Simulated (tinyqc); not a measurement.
Worked calculation: Hubbard chain of 2 sites. One step of it, computed by the program tinyqc.

Problem. The many-body Hamiltonian. Basis: all placements (u, d, 2, 0 on each site), up operators ordered before down ones; hops carry the sign of the same-spin electrons passed.

one-body matrix (hopping and site energies) (eV):
```
           1          2
1   0.100000  -1.560000
2  -1.560000  -0.440000
```

U = 9.100000 eV

electrons, up and down: 1  1

Give: H.

Solution.

H (eV):
```
         20       ud       du       02
20   9.3000  -1.5600  -1.5600   0.0000
ud  -1.5600  -0.3400   0.0000  -1.5600
du  -1.5600   0.0000  -0.3400  -1.5600
02   0.0000  -1.5600  -1.5600   8.2200
```
